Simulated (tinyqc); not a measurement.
Inside a calculation: shallow acceptor in the spherical four-band model. Values are carried at full precision from step to step, so a last printed digit may differ when a step is redone from the rounded ones.

Units Ry* = Ry/(g1 eps^2) and a* = a0 eps g1; mu = (6 g3 + 4 g2)/(5 g1) is the spherical heavy-light coupling and delta = (g3 - g2)/g1 the cubic term, which is left out.

Constants: Ry = 13.60569312 eV; a0 (Bohr radius) = 0.5291772105 angstrom.

Inputs chosen for the exercise (near those of a shallow acceptor in GaSb; shifted at random, so the results belong to these values and not to a real crystal): g1 = 13.39 (Luttinger gamma1); g2 = 4.67 (gamma2); g3 = 5.99 (gamma3); eps = 15.7 (dielectric constant); al = (1.38, 8.26) 1/a*^2 (exponents a_i, the same for f and g); Dso = 0.741 eV (spin-orbit splitting).

## Units and couplings

Give Ry*, a*, mu, delta and the spherical masses 1/(g1 (1 -/+ mu)).

Ry* = 4.122 meV
a* = 111.25 angstrom
mu = 0.81583
delta = 0.0986

heavy and light mass (m0): 0.4055  0.0411

A hydrogen model with the heavy mass would bind by Ry*/(1 - mu) = 22.4 meV and with the light mass by 2.3 meV. delta/mu = 0.12: the cubic term is a modest correction.

## Matrices in a small basis

The ground state 1S3/2 has an L = 0 part f(r) and an L = 2 part g(r). In units of Ry* and a*, with Gaussians f_i = exp(-a_i r^2), g_i = r^2 exp(-a_i r^2), A = a_i + a_j and I(n) = Gamma((n + 1)/2)/(2 A^((n + 1)/2)): S_ff = I(2), S_gg = I(6), H_ff = (6 a_i a_j/A) I(2) - 2 I(1), H_gg = (14 a_i a_j/A) I(6) - 2 I(5), H_fg = -mu [15 I(2) - 20 a_j I(4) + 4 a_j^2 I(6)]; each function is then normalised. The split-off band is left out.

Form S and H.

S:
```
        f1      f2      g1      g2
f1  1.0000  0.5862       0       0
f2  0.5862  1.0000       0       0
g1       0       0  1.0000  0.2876
g2       0       0  0.2876  1.0000
```

H (Ry*):
```
         f1        f2       g1        g2
f1   0.3908    0.0515  -4.3604   -1.2542
f2   0.0515   15.6075  -7.5070  -26.0992
g1  -4.3604   -7.5070   7.6604    3.6867
g2  -1.2542  -26.0992   3.6867   52.9280
```

## Ground state in the small basis

Solve H u = E S u for the lowest level of the acceptor; the first half of the basis is L = 0 and the second L = 2. Give E, E without the f-g block, and the L = 2 weight u_g S_gg u_g with u S u = 1.

E = -2.393 Ry*
E without coupling = 0.389 Ry*
L = 2 weight = 0.269

Without the coupling the exact value is -1, which this basis, tuned to the compact coupled state, misses by 1.389. The coupling to L = 2 takes the level to 2.39 times that exact value.

## Converged result

Converged values use 22 exponents 2.2^i, i = -7 to 14, for f and for g.
Ground and next level of the same symmetry, L = 2 weight and mean radius.

1S3/2 and 2S3/2 (Ry*): -2.768  -0.833

binding energies (meV): 11.4  3.4

L = 2 weight = 0.311
<r> = 67.4 angstrom

The small basis reaches 86 % of the binding. The ratio 1S/2S is 3.32 (4 for hydrogen). The binding is 0.02 of Dso, so leaving out the split-off band is safe.

## Checks

- Level at mu = 0 against -1 Ry*: both -1.0000.
- Ground level from a second, denser basis, Ry*: both -2.768.

(tinyqc, `OMP_NUM_THREADS=1 python tinyqc.py 1281117 1281118 out.jsonl`, Intel(R) Xeon(R) Processor @ 2.30GHz, 1 thread, shared host, about 0.05 s.)
